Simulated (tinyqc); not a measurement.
Landau-Devonshire theory of a uniaxial ferroelectric: one step, computed by the program tinyqc.

G(P) = (alpha/2) P^2 + (beta*/4) P^4 + (gamma/6) P^6 - E P per volume, SI units, one domain, P along the polar axis, which is normal to the film.

Question. Spontaneous polarisation, susceptibility, coercive field. Ps^2 = [-beta* + sqrt(beta*^2 - 4 alpha gamma)]/(2 gamma). chi = 1/(eps_0 G''), G'' = alpha + 3 beta* P^2 + 5 gamma P^4 at Ps. Ps, chi and the coercive field are for perfect screening, without a depolarising field. The intrinsic coercive field is |alpha P + beta* P^3 + gamma P^5| at the P_c where G'' = 0. 1 C/m^2 = 100 microcoulomb/cm^2.

Inputs (values chosen for the exercise, for a model ferroelectric): Curie-Weiss temperature T0 = 830 K; gamma = 1.5e+09 J m^9/C^6; temperature T = 645 K.

Sample: epitaxial film.

alpha = -5.966251e+08 J m/C^2

beta* = 1.999581e+09 J m^5/C^4

Constants: eps_0 = 8.8541878128e-12 F/m.

Give: spontaneous polarisation Ps; susceptibility chi; well depth G(Ps); P_c; intrinsic coercive field.

Answer.

spontaneous polarisation Ps = 50.11 microcoulomb/cm^2

susceptibility chi = 81.70

well depth G(Ps) = -39.43 MJ/m^3

P_c = 29.91 microcoulomb/cm^2

intrinsic coercive field = 121.4 MV/m

P_c/Ps = 0.597, near the 1/sqrt(3) = 0.577 of a quartic well. Real switching runs by domain nucleation at far lower fields. Caution: the strain shifts T0 by more than 500 K here, which is beyond the range where constant coefficients hold. Caution: far below T0* the expansion with linear alpha(T) is only a fit.
